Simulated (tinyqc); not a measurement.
Tunnelling through a two-layer gate stack, WKB transmission and Tsu-Esaki current: one step of the calculation.

Electrons leave the emitter at x = 0. Energies E (motion across the layers) are in eV from the emitter Fermi level; the collector Fermi level lies at -V and offers states at every E. No charge in the dielectric and no image force: F1 = V/(t1 + t2 eps1/eps2), F2 = F1 eps1/eps2; U = phi1 - F1 x in layer 1 and phi2 - F1 t1 - F2 (x - t1) in layer 2. With C = hbar^2/(2 m0), kappa = sqrt(m (U - E)/C) where U > E and 0 elsewhere; T(E) = exp(-S), S = 2 times the integral of kappa over x.

Question. Fields and band edges. F1 = V/(t1 + t2 eps1/eps2), F2 = F1 eps1/eps2; U = phi1 - F1 x in layer 1 and phi2 - F1 t1 - F2 (x - t1) in layer 2. EOT = 3.9 (t1/eps1 + t2/eps2).

Inputs (values chosen for the exercise); layer 1 close to aluminium oxide, layer 2 close to hafnium oxide: barrier of layer 1 above the emitter Fermi level at zero bias phi1 = 2.49 eV; tunnelling mass of layer 1 m1 = 0.38 m0; thickness of layer 1 t1 = 0.6 nm; relative permittivity of layer 1 eps1 = 9.19; barrier of layer 2 at zero bias phi2 = 1.49 eV; tunnelling mass of layer 2 m2 = 0.2 m0; thickness of layer 2 t2 = 3.3 nm; relative permittivity of layer 2 eps2 = 21.2; voltage across the dielectric V = 0.6 V.

Find: F1; F2; U at the end of layer 1; U at the start of layer 2; U at the end of layer 2; EOT.

Answer.

F1 = 2.955 MV/cm
F2 = 1.281 MV/cm
U at the end of layer 1 = 2.313 eV
U at the start of layer 2 = 1.313 eV
U at the end of layer 2 = 0.8900 eV
EOT = 0.8617 nm

Computed by the program tinyqc: `OMP_NUM_THREADS=1 python tinyqc.py 2540136 2540137 out.jsonl`, one thread of a shared Intel Xeon 2.30GHz, about 0.03 s for the whole run.
